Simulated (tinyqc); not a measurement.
Inputs raised by 2 %, one at a time: thermal and gravitational stress in a wafer during furnace and rapid thermal processing, and the onset of slip. Computed by tinyqc, a small Python program. Command: `OMP_NUM_THREADS=1 python tinyqc.py 3011946 3011947 out.jsonl slip sens`. One thread of a shared host (Intel(R) Xeon(R) Processor @ 2.30GHz), about 0.01 s of CPU time with the checks.

A thin free disc in plane stress, isotropic; T(r) = T_centre + dT (r/R)^n. Stress is positive in tension; sigma_SB = 5.670374419e-8 W/(m^2 K^4), g = 9.80665 m/s^2.

Inputs (values chosen for the exercise, modelled on silicon):

| quantity | value | unit |
|---|---|---|
| wafer radius R | 100 | mm |
| thickness t | 725 | micrometre |
| Young's modulus E | 142 | GPa |
| expansion alpha | 4.11 | 1e-6/K |
| edge less centre temperature dT | 32 | K |
| exponent n of the profile | 4 | - |
| temperature T | 1425 | K |
| prefactor A of the critical stress | 0.00056 | MPa |
| energy U of the critical stress | 1.08 | eV |
| density rho | 2330 | kg/m^3 |
| heat capacity c | 978 | J/(kg K) |
| conductivity k | 28.3 | W/(m K) |
| wafer spacing s | 5.3 | mm |
| ramp rate | 13 | K/min |

Temperature profile: edge zone, power law.

Constants: k_B = 8.617333262e-05 eV/K.

Method:
- With x = r/R: s_rr = alpha E dT (1 - x^n)/(n + 2), s_tt = alpha E dT [1 - (n + 1) x^n]/(n + 2).
- Critical resolved stress tau_c = A exp(U/(k_B T)), a form chosen for the exercise; slip when 0.492799 |s_tt(R)| > tau_c; allowed |dT| = tau_c (n + 2)/(0.492799 n alpha E).
- In a stack heated from the rim, heat flows inward by conduction and by radiation between wafers: k_eff = k + (16/3) sigma_SB T^3 s^2/t (a diffusion estimate with the spacing as path length). A steady ramp gives the parabolic lag dT = rho c (ramp) R^2/(4 k_eff); the allowed ramp uses n = 2.

Runs:

| input moved | from | to | hoop stress at the edge (MPa) | allowed \|dT\| (K) | lag of the centre (K) | allowed ramp rate (K/min) |
|---|---|---|---|---|---|---|
| base run | - | - | -12.451 | 19.280 | 19.843 | 16.842 |
| wafer radius R (mm) | 100 | 102 | -12.451 | 19.280 | 20.644 | 16.188 |
| expansion alpha (1e-6/K) | 4.11 | 4.1922 | -12.700 | 18.902 | 19.843 | 16.511 |
| edge less centre temperature dT (K) | 32 | 32.64 | -12.700 | 19.280 | 19.843 | 16.842 |
| energy U of the critical stress (eV) | 1.08 | 1.1016 | -12.451 | 22.988 | 19.843 | 20.081 |
| conductivity k (W/(m K)) | 28.3 | 28.866 | -12.451 | 19.280 | 19.664 | 16.995 |
| wafer spacing s (mm) | 5.3 | 5.406 | -12.451 | 19.280 | 19.415 | 17.212 |
| ramp rate (K/min) | 13 | 13.26 | -12.451 | 19.280 | 20.239 | 16.842 |

Exponents ln(y'/y) / ln(x'/x):

| input | hoop stress at the edge | allowed \|dT\| | lag of the centre | allowed ramp rate |
|---|---|---|---|---|
| wafer radius R | 0 | 0.000 | 2.000 | -2.000 |
| expansion alpha | 1 | -1.000 | 0.000 | -1.000 |
| edge less centre temperature dT | 1 | 0.000 | 0.000 | 0.000 |
| energy U of the critical stress | 0 | 8.883 | 0.000 | 8.883 |
| conductivity k | 0 | 0.000 | -0.457 | 0.457 |
| wafer spacing s | 0 | 0.000 | -1.100 | 1.100 |
| ramp rate | 0 | 0.000 | 1.000 | 0.000 |

Which inputs matter most for each result?

Among the inputs moved here: hoop stress at the edge answers most in size to expansion alpha (exponent +1.000), and about equally to edge less centre temperature dT (+1.000); its exponent is below 0.0005 for wafer radius R, energy U of the critical stress, conductivity k, wafer spacing s, ramp rate. Its exponent 0.000 in wafer radius R: at given dT the stress does not depend on size. Allowed |dT| answers most in size to energy U of the critical stress (exponent +8.883), next to expansion alpha (-1.000); its exponent is below 0.0005 for wafer radius R, edge less centre temperature dT, conductivity k, wafer spacing s, ramp rate. Its exponent -1.000 in expansion alpha: stress is alpha E dT. lag of the centre answers most in size to wafer radius R (exponent +2.000), next to wafer spacing s (-1.100); its exponent is below 0.0005 for expansion alpha, edge less centre temperature dT, energy U of the critical stress. Its exponent +2.000 in wafer radius R: diffusion over the radius. Allowed ramp rate answers most in size to energy U of the critical stress (exponent +8.883), next to wafer radius R (-2.000); its exponent is below 0.0005 for edge less centre temperature dT, ramp rate. Its exponent -2.000 in wafer radius R: diffusion over the radius.
